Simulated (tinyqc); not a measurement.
Inside a calculation: model-solid line-up of a strained alloy layer on a substrate. Values are carried at full precision from step to step, so a last printed digit may differ when a step is redone from the rounded ones.

All values of the alloy are linear in x but the gap, Eg(x) = (1 - x) Eg_A + x Eg_B - C x (1 - x), and the valence edge, Ev(x) = (1 - x) Ev_A + x Ev_B + fv C x (1 - x); Ec = Ev + Eg. Ev is the top of the unstrained valence band on a scale common to all materials. In the layer only the Gamma valley of the conduction band is followed, also where an X or L valley would lie lower.

Parameters, chosen for this exercise (A near InAs, B near GaAs, substrate near InP; the results hold for these values, not for the real material): a = (6.054, 5.661) angstrom (lattice constant of A, B); Eg = (0.422, 1.511) eV (gap at Gamma to the s-like level of A, B); Dso = (0.392, 0.339) eV (spin-orbit splitting of A, B); Ev = (-0.59, -0.79) eV (top of the unstrained valence band of A, B); ac = (-5.02, -7.17) eV (conduction deformation potential of A, B); av = (1, 1.16) eV (valence hydrostatic potential of A, B); b = (-1.78, -2.02) eV (tetragonal shear potential of A, B); d = (-3.65, -4.87) eV (trigonal shear potential of A, B); C11 = (84, 120.4) GPa (of A, B); C12 = (45.7, 56.6) GPa (of A, B); C44 = (39.8, 60.8) GPa (of A, B); C = 0.398 eV (bowing of the gap); fv = 0 (share of the bowing taken by the valence edge); x = 0.61 (fraction of B); a_s = 5.863 angstrom (substrate); face = 001 (growth face); Eg_s = 1.423 eV (lowest gap of the substrate); Ev_s = -0.94 eV (substrate valence edge).

## Values of the alloy

Interpolate.

Alloy at x (a in angstrom, C11, C12, C44 in GPa, all else in eV):
```
symbol     value
a         5.8143
Eg        0.9916
Dso       0.3597
Ev       -0.7120
ac       -6.3315
av        1.0976
b        -1.9264
d        -4.3942
C11     106.2040
C12      52.3490
C44      52.6100
```

## Strain on the (001) substrate

Coherent growth on a (001) face: e_par = (a_s - a)/a, e_perp = -2 (C12/C11) e_par; exx = eyy = e_par, ezz = e_perp, no shear.

Use the values of the alloy.

e_par = 0.008381
e_perp = -0.008262

strain tensor in the cubic axes, rows x, y, z and columns alike:
$$\begin{pmatrix}
0.008381 & 0.000000 & 0.000000 \\
0.000000 & 0.008381 & 0.000000 \\
0.000000 & 0.000000 & -0.008262
\end{pmatrix}$$

The layer is under tension in the plane; its volume changes by +0.850 %.

## Strained band edges

Strained edges: Ec + ac tr(e); the valence edges are Ev plus the levels of the 6 x 6 matrix of X, Y, Z times spin with -Dso/3 + l exx + m (eyy + ezz) on the diagonal (cyclic), n exy off it, l = av + 2 b, m = av - b, n = sqrt(3) d. Spin-orbit term (Dso/3) L.sigma on X, Y, Z with (L_k)_ij = -i epsilon_kij: <X+|H|Y+> = -i Dso/3, <X+|H|Z-> = Dso/3, <Y+|H|Z-> = -i Dso/3, <Z+|H|X-> = -Dso/3, <Z+|H|Y-> = i Dso/3, <X-|H|Y-> = i Dso/3, and their conjugates; + and - are the spin along z.

Give the hydrostatic shifts, the strain block and the edges.

ac tr(e), av tr(e) (eV): [-0.0538, 0.0093]

strain block (eV), rows X, Y, Z and columns alike:
$$\begin{pmatrix}
-0.0227 & 0 & 0 \\
0 & -0.0227 & 0 \\
0 & 0 & 0.0735
\end{pmatrix}$$

Ec and the three valence edges from the top (eV): [0.2258, -0.6654, -0.7347, -1.0675]

strained gap = 0.8912 eV

Strain moves the gap by -100 meV: -63 meV from the volume and -37 meV from the splitting of the valence edge, which always raises the top.

## Offsets against the substrate material

dEc = Ec(substrate) - Ec(layer), dEv = Ev(layer) - Ev(substrate); positive values confine the carrier in the layer. Type I: both of one sign; type II: opposite signs; type III: the gaps do not overlap.

Give also the smallest gap across the interface, min Ec - max Ev.

dEc = 0.2572 eV
dEv = 0.2746 eV

type: I

smallest gap = 0.8912 eV

Both carriers collect in the layer; the conduction band takes 48 % of the gap difference.

## Critical thickness (Matthews-Blakeslee, single layer)

h = K (ln(h/b) + 1) with K = b (1 - nu/4)/(4 pi |e_par| (1 + nu)) for 60-degree dislocations, b = a/sqrt(2) the Burgers vector (not the shear potential of the table), nu = C12/(C11 + C12). Iterate from h = 10 b until h changes by less than 1e-6 of itself.

b (Burgers vector) = 4.1113 angstrom
nu = 0.3302
K = 26.92 angstrom

first iterates (angstrom): [41.1, 88.9, 109.7, 115.3, 116.7, 117.0]

critical thickness = 11.71 nm

Thicker layers can relax, and the strained edges then no longer apply; metastable growth often exceeds this equilibrium value.

## Checks

- Valence edges against the closed form for (001) strain: they agree to 1e-10 or better.

Run: tinyqc, `OMP_NUM_THREADS=1 python tinyqc.py 1081476 1081477 out.jsonl`; Intel(R) Xeon(R) Processor @ 2.30GHz, one thread, shared host; about 0.02 s of CPU time with all checks.
